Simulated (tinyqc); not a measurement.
# Mobility and doping from two currents

Problem. A trap-free film with injecting contacts is fitted, with diffusion neglected, by J = q mu N V/Lf + (9/8) eps0 eps_r mu V^2/Lf^3. Find mu, N and the voltage at which both terms are equal.

Inputs (values chosen for the exercise): relative permittivity eps_r = 11.6; film thickness Lf = 1000 nm.

Constants: q = 1.602176634e-19 C, eps0 = 8.8541878128e-14 F/cm where lengths are in cm. Results are converted to the units shown.

J at 2.7 and 9 V (A/cm^2): [7.2716682, 36.686789]

Solution. J/V is a straight line in V: the slope gives mu and the intercept mu N.

mu = 0.190 cm^2/(V s)
N = 6.90e15 cm^-3
crossover voltage = 9.57 V

Computed by the program tinyqc: `OMP_NUM_THREADS=1 python tinyqc.py 2730115 2730116 out.jsonl`, one thread of a shared Intel Xeon 2.30GHz, about 0.9 s for the whole run.
